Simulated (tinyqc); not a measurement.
Capillary instabilities by surface diffusion: grooving and agglomeration of films, edge retraction, wire break-up and smoothing of roughness. From one set of inputs to another, one input at a time. Computed by tinyqc, a small Python program. Command: `OMP_NUM_THREADS=1 python tinyqc.py 3020030 3020031 out.jsonl dewet ladder`. One thread of a shared host (Intel(R) Xeon(R) Processor @ 2.30GHz), about 0.01 s of CPU time with the checks.

Isotropic surface energy; shapes change by surface diffusion alone.

The inputs printed are set A. Inputs not listed in the table keep their values of set A, so the rows need not describe a real material.

Inputs (values chosen for the exercise, of the order of those of a gold film):

| quantity | value | unit |
|---|---|---|
| surface energy gamma_s | 1.35 | J/m^2 |
| grain-boundary energy gamma_b | 0.48 | J/m^2 |
| contact angle on the substrate theta | 85 | degrees |
| atomic volume Omega | 17 | angstrom^3 |
| surface sites nu | 12 | 1/nm^2 |
| prefactor D0 | 1.1e-05 | m^2/s |
| activation energy Q | 0.927 | eV |
| temperature T | 702 | K |
| time t | 880 | s |
| film thickness h | 31 | nm |
| grain radius R | 200 | nm |

Grooves: at the surface only.

Constants: k_B = 8.617333262e-05 eV/K; k_B = 1.380649e-23 J/K.

Method:
- B = D_s nu gamma_s Omega^2/(k_B T), D_s = D0 exp(-Q/(k_B T)).
- Groove angle beta: sin(beta) = gamma_b/(2 gamma). For circular grains of radius R with spherical caps the groove ends (measured from the mean surface) at the depth R g(beta), g = (2 - 3 cos beta + cos^3 beta)/(3 sin^3 beta). The film parts if R g(beta_s) > h.
- Mullins' isolated groove: depth below the flat surface d = 0.780 m (B t)^(1/4), m = tan(beta_s), width between the ridges 4.6 (B t)^(1/4); time to reach h: (h/(0.780 m))^4/B.
- A rim shaped as a circular segment with contact angle theta holds the area h x; its radius r obeys r^2 (theta - sin theta cos theta) = h x. To advance, the edge must carry a strip of the rim height H = r (1 - cos theta) over the rim, driven by the curvature 1/r over the distance r theta (the scaling argument of Brandon and Bradshaw): H dx/dt = B/(theta r^2) gives x^(5/2) = (5/2) B t c^(3/2)/(theta (1 - cos theta) h^(3/2)), c = theta - sin theta cos theta.

Each row keeps all changes above it:

| input moved | from | to | critical R/h | groove depth (nm) | rim height H (nm) |
|---|---|---|---|---|---|
| set A | - | - | 22.26 | 25.27 | 121.9 |
| contact angle on the substrate theta (degrees) | 85 | 55 | 22.26 | 25.27 | 89.2 |
| atomic volume Omega (angstrom^3) | 17 | 12.2 | 22.26 | 21.41 | 78.1 |
| film thickness h (nm) | 31 | 35 | 22.26 | 21.41 | 80.0 |
| time t (s) | 880 | 1900 | 22.26 | 25.95 | 93.3 |
| temperature T (K) | 702 | 981 | 22.26 | 70.96 | 208.7 |
| grain radius R (nm) | 200 | 100 | 22.26 | 70.96 | 208.7 |
| prefactor D0 (m^2/s) | 1.1e-05 | 7.6e-06 | 22.26 | 64.69 | 193.8 |

Which inputs carry the difference?

Groove depth goes from 25.3 to 64.7, a factor 2.56 in all. The largest single move comes from temperature T (a factor 2.73), and atomic volume Omega works against it (a factor 0.847). rim height H goes from 122 to 194, a factor 1.59 in all. The largest single move comes from temperature T (a factor 2.24), and contact angle on the substrate theta works against it (a factor 0.732). The single moves hold for this order of the switches; the total does not depend on the order.

Caution (all rows): the grooves of neighbouring boundaries overlap, so the depth levels off at its final value. Caution (rows temperature T, grain radius R, prefactor D0): this depth exceeds the film thickness, so the isolated-groove formula no longer applies.

Extremes, crossings and ranges named in words are read from the listed rows.
